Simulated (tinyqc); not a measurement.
Hueckel theory of the pi electrons with the omega technique, for the molecule C=CC(C=O)=CC=CCl (SMILES; centres numbered as the heavy atoms are written), step by step. One step of it, computed by the program tinyqc.

Question. Energy, charges, bond orders. E = sum n x; q_r = z_r - P_rr; bond order p = P_rs; free valence = sqrt(3) - sum of p over the bonds of the atom.

final x values: [2.158097, 2.067236, 1.433683, 1.188713, 0.482988, -0.226441, -0.827231, -1.290747, -1.986297]

occupations: [2.000000, 2.000000, 2.000000, 2.000000, 2.000000, 0.000000, 0.000000, 0.000000, 0.000000]

final P:
```
            1C         2C         3C         4C         5O         6C         7C         8C
1C    1.009258   0.895213  -0.015503  -0.140300   0.061063  -0.326639   0.017282   0.255758
2C    0.895213   0.999172   0.428352   0.027099  -0.093678  -0.019362  -0.070831   0.014181
3C   -0.015503   0.428352   1.017660   0.478376  -0.104921   0.683024  -0.022237  -0.324856
4C   -0.140300   0.027099   0.478376   0.789947   0.804755   0.161052  -0.097923  -0.148878
5O    0.061063  -0.093678  -0.104921   0.804755   1.403411  -0.313339   0.047018   0.251180
6C   -0.326639  -0.019362   0.683024   0.161052  -0.313339   0.901384   0.526746   0.113478
7C    0.017282  -0.070831  -0.022237  -0.097923   0.047018   0.526746   1.004507   0.832789
8C    0.255758   0.014181  -0.324856  -0.148878   0.251180   0.113478   0.832789   0.900397
9Cl  -0.049516   0.002231   0.059685   0.035951  -0.051309  -0.047202  -0.106633   0.165116

           9Cl
1C   -0.049516
2C    0.002231
3C    0.059685
4C    0.035951
5O   -0.051309
6C   -0.047202
7C   -0.106633
8C    0.165116
9Cl   1.974266
```

Centres:
```
centre  z_r, pi electrons of the neutral centre         h
1C                                            1  0.000000
2C                                            1  0.000000
3C                                            1  0.000000
4C                                            1  0.000000
5O                                            1  1.000000
6C                                            1  0.000000
7C                                            1  0.000000
8C                                            1  0.000000
9Cl                                           2  2.000000
```

Bonds:
```
i  j         k
1  2         1
2  3         1
3  4         1
4  5         1
3  6         1
6  7         1
7  8         1
8  9  0.400000
```

Give: pi energy = 10 alpha + this times beta; pi charges; Bond orders and lengths from R = 1.517 - 0.180 p; free valence of the carbons; gap between the highest filled and the next level.

Answer.

pi energy = 10 alpha + this times beta = 14.6614

pi charges: 1C -0.0093, 2C 0.0008, 3C -0.0177, 4C 0.2101, 5O -0.4034, 6C 0.0986, 7C -0.0045, 8C 0.0996, 9Cl 0.0257

Bond orders and lengths from R = 1.517 - 0.180 p (angstrom, C-C alone):
```
bond       p       R
1-2   0.8952  1.3559
2-3   0.4284  1.4399
3-4   0.4784  1.4309
4-5   0.8048       -
3-6   0.6830  1.3941
6-7   0.5267  1.4222
7-8   0.8328  1.3671
8-9   0.1651       -
```

free valence of the carbons: 1C 0.8368, 2C 0.4085, 3C 0.1423, 4C 0.4489, 6C 0.5223, 7C 0.3725, 8C 0.7341

gap between the highest filled and the next level = 0.7094 |beta|
